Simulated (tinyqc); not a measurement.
Slater-Koster d bands of an fcc metal: one step. The block of one bond. Four cases, with inputs chosen for the exercise.

Problem. Direction (1,1,0)/sqrt2; its eigenvalues must be dds once, ddp twice and ddd twice.

Slater-Koster d bands. For a bond with direction cosines (l, m, n) the 5 x 5 block is dds Ps + ddp Pp + ddd (1 - Ps - Pp), the projectors on sigma, pi and delta states about the bond; for instance <xy|xy> = 3 l^2 m^2 dds + (l^2 + m^2 - 4 l^2 m^2) ddp + (n^2 + l^2 m^2) ddd, <xy|yz> = 3 l m^2 n dds + l n (1 - 4 m^2) ddp + l n (m^2 - 1) ddd and <3z2-r2|3z2-r2> = (n^2 - (l^2 + m^2)/2)^2 dds + 3 n^2 (l^2 + m^2) ddp + (3/4)(l^2 + m^2)^2 ddd. H(k) sums the blocks times cos(k.R) over the neighbours; the d level is the zero of energy; k in 2 pi/a.

Give: block.

Case 1.

Values chosen (out of a larger set: of the size met in Ni; not measured data): dds = -0.407 eV (dd sigma); ddp = 0.195 eV (dd pi); ddd = -0.065 eV (dd delta).

Solution.

block (eV), lower triangle:
```
             xy      yz      zx   x2-y2   3z2-r2
xy      -0.3215
yz            0  0.0650
zx            0  0.1300  0.0650
x2-y2         0       0       0  0.1950
3z2-r2   0.1481       0       0       0  -0.1505
```

Case 2.

Values chosen (out of a larger set: of the size met in Cu; not measured data): dds = -0.348 eV (dd sigma); ddp = 0.171 eV (dd pi); ddd = -0.042 eV (dd delta).

Solution.

block (eV), lower triangle:
```
             xy      yz      zx   x2-y2   3z2-r2
xy      -0.2715
yz            0  0.0645
zx            0  0.1065  0.0645
x2-y2         0       0       0  0.1710
3z2-r2   0.1325       0       0       0  -0.1185
```

Case 3.

Values chosen (out of a larger set: of the size met in Ni; not measured data): dds = -0.479 eV (dd sigma); ddp = 0.23 eV (dd pi); ddd = -0.053 eV (dd delta).

Solution.

block (eV), lower triangle:
```
             xy      yz      zx   x2-y2   3z2-r2
xy      -0.3725
yz            0  0.0885
zx            0  0.1415  0.0885
x2-y2         0       0       0  0.2300
3z2-r2   0.1845       0       0       0  -0.1595
```

Case 4.

Values chosen (out of a larger set: of the size met in Ni; not measured data): dds = -0.468 eV (dd sigma); ddp = 0.3 eV (dd pi); ddd = -0.028 eV (dd delta).

Solution.

block (eV), lower triangle:
```
             xy      yz      zx   x2-y2   3z2-r2
xy      -0.3580
yz            0  0.1360
zx            0  0.1640  0.1360
x2-y2         0       0       0  0.3000
3z2-r2   0.1905       0       0       0  -0.1380
```

Computed by tinyqc, one run a case: `OMP_NUM_THREADS=1 python tinyqc.py N N+1 out.jsonl` with N = 1450337, 1450489, 1450625, 1450662; one thread of a shared Intel(R) Xeon(R) Processor @ 2.30GHz, about 0.06 s a run at most.
